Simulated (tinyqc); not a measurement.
Undoped gate-all-around wire MOSFET, analytic charge model: one step of the calculation.

An undoped round wire of radius R under an insulator shell and a surrounding gate; long channel, electrons only, n = ni exp((psi - V)/Vt) with V the quasi-Fermi potential (0 at the source, Vd at the drain), constant mobility, no quantisation. The radial Poisson equation gives n(r) = n(0)/(1 - (1 - b) r^2/R^2)^2 with b = Q0/(Q + Q0). Q is the electron charge per area of the wire surface.

Problem. Charge at the source by Newton steps. With V = 0: f = Q/Cox + Vt ln(Q/Q0) + Vt ln(1 + Q/Q0) - (Vg - V0); f' = 1/Cox + Vt/Q + Vt/(Q + Q0); Q(new) = Q - f/f'.

Inputs (values chosen for the exercise):
- T = 325 K (temperature)
- Vg = 0.73 V (gate voltage)

Constants: q = 1.602176634e-19 C, kB = 1.380649e-23 J/K, Vt = kB T/q. Results are converted to the units shown.

Q at the start = 8.9 nC/cm^2
Cox = 2.0616835 uF/cm^2
Q0 = 88.609138 nC/cm^2
V0 = 0.69852545 V

Give: f; f'; Q after iteration 1.

Solution.

f = -0.088841 V
f' = 0.0039190 V cm^2/nC
Q after iteration 1 = 31.569 nC/cm^2

Computed by the program tinyqc: `OMP_NUM_THREADS=1 python tinyqc.py 2460071 2460072 out.jsonl`, one thread of a shared Intel Xeon 2.30GHz, about 0.02 s for the whole run.
